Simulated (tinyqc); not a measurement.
Extrapolating accelerated tests: lateral field, substrate current, probability of reaching the oxide barrier and hot-carrier lifetime of a silicon transistor (pseudo-two-dimensional and lucky-electron models). Computed by tinyqc, a small Python program. Command: `OMP_NUM_THREADS=1 python tinyqc.py 3003640 3003641 out.jsonl hotcar walk`. One thread of a shared host (Intel(R) Xeon(R) Processor @ 2.30GHz), about 0.01 s of CPU time with the checks.

Local-field models: a lucky carrier gains its energy at the peak field over a path free of collisions. Voltages are magnitudes.

Inputs (values chosen for the exercise, modelled on a silicon p-channel):

| quantity | value | unit |
|---|---|---|
| channel length L | 830 | nm |
| oxide thickness t | 15 | nm |
| junction depth x_j | 220 | nm |
| mobility mu | 96 | cm^2/(V s) |
| saturation velocity v_s | 0.71 | 1e7 cm/s |
| threshold voltage V_T | 0.78 | V |
| gate voltage V_G | 3.2 | V |
| drain voltage V_D | 6.8 | V |
| ionisation prefactor A_i | 7.3e+06 | 1/cm |
| ionisation field B_i | 3.72 | MV/cm |
| hot-carrier mean free path lambda | 5.1 | nm |
| oxide barrier phi_b | 4.6 | eV |
| interface-trap threshold phi_it | 4.5 | eV |
| lifetime constant H | 2000 | s microampere/micrometre |

Drain: abrupt.

Constants: eps_0 = 8.8541878128e-12 F/m.

Method:
- C_ox = 3.9 eps_0/t; F_sat = 2 v_s/mu; V_Dsat = V_ov F_sat L/(V_ov + F_sat L), V_ov = V_G - V_T; I_D/W = C_ox v_s (V_ov - V_Dsat).
- Scale length l = 0.22 t^(1/3) x_j^(1/2) (all in cm); F_m = sqrt(((V_D - V_Dsat)/l_e)^2 + F_sat^2), with l_e = l; length of the velocity-saturated region l_e ln((V_D - V_Dsat)/(l_e F_sat) + F_m/F_sat).
- Substrate current I_sub/I_D = (A_i/B_i)(V_D - V_Dsat) exp(-B_i/F_m); probability of reaching the oxide barrier exp(-phi_b/(e lambda F_m)); lifetime tau = (H/(I_D/W)) exp(phi_it/(e lambda F_m)).
- V_10 solves tau = 3.156e8 s at the given V_G. The extrapolation fits ln(tau) against 1/V_D at 1, 1.08, 1.16 and 1.25 times the given V_D (rounded to 3 digits) by least squares and reads off the same tau.

V_Dsat = 2.02153 V

Stress points:

| V_D (V) | 1/V_D (1/V) | tau (s) |
|---|---|---|
| 6.80 | 0.14706 | 2.4198e+10 |
| 7.34 | 0.13624 | 3.7403e+09 |
| 7.89 | 0.12674 | 7.5810e+08 |
| 8.50 | 0.11765 | 1.7105e+08 |

ten-year drain voltage V_10 = 8.2360 V

V_10 from the 1/V_D extrapolation = 8.2360 V

The extrapolation is 0 mV below the true value.

Extremes, crossings and ranges named in words are read from the listed rows.
